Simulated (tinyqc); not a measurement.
Inside a calculation. Model: stacked nanosheet transistor, parasitic resistance, capacitance and delay.

Numbers from tinyqc (`OMP_NUM_THREADS=1 python tinyqc.py 2170065 2170066 out.jsonl`; about 0.08 s on one thread of a shared Intel Xeon 2.30GHz). Printed values are rounded.

Ns sheets share one contact on top; each has perimeter p = 2 (Ws + ts) and cross-section A = Ws ts; contact width Wc = Ws + 10 nm, stack height Hs = Ns pv. Sheet 1 is the top one. Contact length Lc = CPP - Lg - 2 Lsp, shared by two neighbouring gates. Source and drain sides are equal. The formulas are first-order estimates, not field solutions.

Parameters, values chosen for the exercise; values close to those of silicon logic devices:
```
symbol    value        unit                                   meaning
T           300           K                               temperature
Ns            4                                      number of sheets
Ws           15          nm                               sheet width
ts            7          nm                           sheet thickness
pv           12          nm              vertical pitch of the sheets
rv          110         ohm  vertical resistance between sheet levels
CPP          70          nm                      contacted gate pitch
Lg           16          nm                               gate length
Lsp           4          nm                             spacer length
ks          4.5                   relative permittivity of the spacer
Hc           30          nm       gate height above the channel stack
rc      9.8e-10    ohm cm^2                       contact resistivity
re       0.0003      ohm cm   resistivity of the source-drain epitaxy
te           25          nm     current-carrying depth of the epitaxy
rx      0.00057      ohm cm              resistivity of the extension
Lov         1.5          nm                              gate overlap
Cinv        2.9     uF/cm^2                     inversion capacitance
vx        1.2e7        cm/s                        injection velocity
mu          210  cm^2/(V s)                         apparent mobility
VT         0.26           V           threshold at zero drain voltage
dl        0.024         V/V                          barrier lowering
n          1.23                                   subthreshold factor
Cw         0.36          fF                                 wire load
Vdd         0.8           V                            supply voltage
```

Constants: q = 1.602176634e-19 C, kB = 1.380649e-23 J/K, eps0 = 8.8541878128e-12 F/m, Vt = kB T/q. Results are converted to the units shown.

## Geometry and resistances

Epitaxy sheet resistance Rsh = re/te, transfer length LT = sqrt(rc/Rsh), contact Rc = [sqrt(rc Rsh)/Wc] coth(Lc/(2 LT)); extension of one sheet Rx = rx Lsp/A. Effective width N p; for equal currents and rv = 0 one side has Rc + Rx/N.

Lc = 46 nm
effective width = 176 nm
Rsh = 120 ohm
LT = 28.5774 nm
Rc = 205.738 ohm
Rx = 217.143 ohm
one side times effective width = 45.7641 ohm um

Lc/2 is 0.80 transfer lengths, and Rc is 21 % above the area limit rc/(Wc Lc/2). The contact makes up 79.1 % of one side.

## Capacitances

With N sheets: gate Cg = Cinv p N Lg; per side, plate Cp = ks eps0 [Wc (Hs + Hc) - N A]/Lsp, top fringe Cf = (2/pi) ks eps0 Wc ln(1 + Lg/(2 Lsp)), overlap Co = Cinv p N Lov. Cs = Cp + Cf + Co. An inverter of two such devices driving an equal one has the load CL = 2 (Cg + 2 Cs) + 4 Cs + Cw (its own drains counted twice for the Miller effect).

Cg = 81.6640 aF
Cp = 15.2403 aF
Cf = 0.696668 aF
Co = 7.656 aF
CL = 712.072 aF

The channel capacitance gives 22.9 % of CL, the parasitic parts 26.5 % and the wire 50.6 %.

## Iteration 1: sheet currents at Vgs = Vdd, Vds = Vdd/2

I at the start (uA): sheet 1 0, sheet 2 0, sheet 3 0, sheet 4 0

One sheet: I = p Q vx u/(1 + |u|^1.8)^(1/1.8), Q = Cinv n Vt ln(1 + exp((Vg' - VT + dl Vd')/(n Vt))), u = Vd' mu/(vx Lg), Vg' = Vgs - v, Vd' = Vds - 2 v, with the drop on each side v_j = Rc sum I + rv (sum over levels k = 2..j of the current of sheets k..Ns) + Rx I_j. I(new) = I(out).

drop v (mV): sheet 1 0, sheet 2 0, sheet 3 0, sheet 4 0
I(out) (uA): sheet 1 81.0425, sheet 2 81.0425, sheet 3 81.0425, sheet 4 81.0425
I after iteration 1 (uA): sheet 1 81.0425, sheet 2 81.0425, sheet 3 81.0425, sheet 4 81.0425

## Iteration 2: sheet currents at Vgs = Vdd, Vds = Vdd/2

As before.

drop v (mV): sheet 1 84.2918, sheet 2 111.036, sheet 3 128.865, sheet 4 137.780
I(out) (uA): sheet 1 64.1838, sheet 2 57.2990, sheet 3 51.6136, sheet 4 48.2214
I after iteration 2 (uA): sheet 1 64.1838, sheet 2 57.2990, sheet 3 51.6136, sheet 4 48.2214

## Course of the iteration: sheet currents at Vgs = Vdd, Vds = Vdd/2

Stop when the largest change of I is below 1e-6 uA, or after 80 iterations.

Course of the iteration:
```
iteration,total I (uA),largest |change| of one entry (uA)
1,324.170,81.0
2,221.318,32.8
3,262.816,14.7
4,247.577,5.30
5,253.374,2.03
6,251.198,0.761
7,252.019,0.287
8,251.710,0.108
9,251.826,0.0407
...,...,...
12,251.793,2.18e-3
13,251.795,8.20e-4
14,251.794,3.09e-4
15,251.795,1.16e-4
16,251.795,4.38e-5
17,251.795,1.65e-5
18,251.795,6.21e-6
19,251.795,2.34e-6
20,251.795,8.82e-7
```

Converged in 20 iterations. At the end each change is about 0.38 times the one before: linear convergence. The bottom sheet carries 86.8 % of the current of the top one.

## Effective current, delay and energy

IH = I(Vdd, Vdd/2) = 251.795 uA
IL = I(Vdd/2, Vdd), solved likewise = 78.9080 uA

Ieff = (IH + IL)/2, delay CL Vdd/(2 Ieff), energy CL Vdd^2, with CL the load of an inverter that drives an equal one.

Ieff = 165.351 uA
delay = 1.72257 ps
energy = 455.726 aJ

Without any series resistance Ieff would be 210 uA, so the resistances cost 21.4 %.
